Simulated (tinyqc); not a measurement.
Molecular dynamics of a small cluster by velocity Verlet steps: one step, computed by the program tinyqc.

E = sum_i {sum_j A exp(-p (r_ij/r0 - 1)) - xi sqrt(rho_i)}, rho_i = sum_j exp(-2 q (r_ij/r0 - 1)); the force on i is -sum_j w_ij (R_i - R_j)/r_ij with w_ij = -(2p/r0) A exp(-p (r_ij/r0 - 1)) + (xi q/r0) exp(-2 q (r_ij/r0 - 1)) (rho_i^(-1/2) + rho_j^(-1/2)).

Task: State at the start. Velocity Verlet: a = c F/M with c = 9.648533212e-3 angstrom/fs^2 per eV/(angstrom u); R(new) = R + v dt + a dt^2/2; v(new) = v + (a + a(new)) dt/2. Kinetic energy K = M v^2/(2c); temperature T = 2K/((3N - 3) k_B), rotation of the cluster included. After each step v is scaled by sqrt(1 + (dt/tau)(T0/T - 1)).

Inputs (values chosen for the exercise, for model atoms): length r0 = 2.73 angstrom; repulsion A = 0.11 eV; hopping xi = 1.44 eV; decay p = 11.5; decay q = 3.04; atomic mass M = 93.3 u; time step dt = 3.2 fs; target temperature T0 = 300 K; coupling time tau = 200 fs.

Potential: Gupta. Thermostat: Berendsen.

starting positions (angstrom), rows atom 1, atom 2, atom 3, atom 4, atom 5, columns x, y, z:
```
[[-0.01, 0.02, 0.03],
 [2.5, -0.02, 0.02],
 [1.25, 2.24, -0.01],
 [1.26, 0.72, 2.11],
 [1.27, 0.74, -2.05]]
```

starting velocities (angstrom/fs), rows atom 1, atom 2, atom 3, atom 4, atom 5, columns x, y, z:
```
[[0.00175, -0.0004, -0.0019],
 [0.00193, -0.00068, -0.00122],
 [-0.00136, 0.00099, 0.00035],
 [-0.00099, 0.00068, 0.00247],
 [-0.00133, -0.00058, 0.0003]]
```

Constants: 1 eV/(angstrom u) = 9.648533212e-03 angstrom/fs^2; k_B = 8.617333262e-05 eV/K.

Give: forces; potential energy; kinetic energy; temperature.

Result:

forces (eV/angstrom), rows atom 1, atom 2, atom 3, atom 4, atom 5, columns x, y, z:
```
[[-0.1536, 0.0434, -0.0060],
 [0.1335, 0.1144, 0.0776],
 [0.0541, -0.3193, 0.2227],
 [0.0086, 0.1474, -0.4628],
 [-0.0427, 0.0141, 0.1685]]
```

potential energy = -12.44 eV

kinetic energy = 0.1218 eV

temperature = 235.6 K
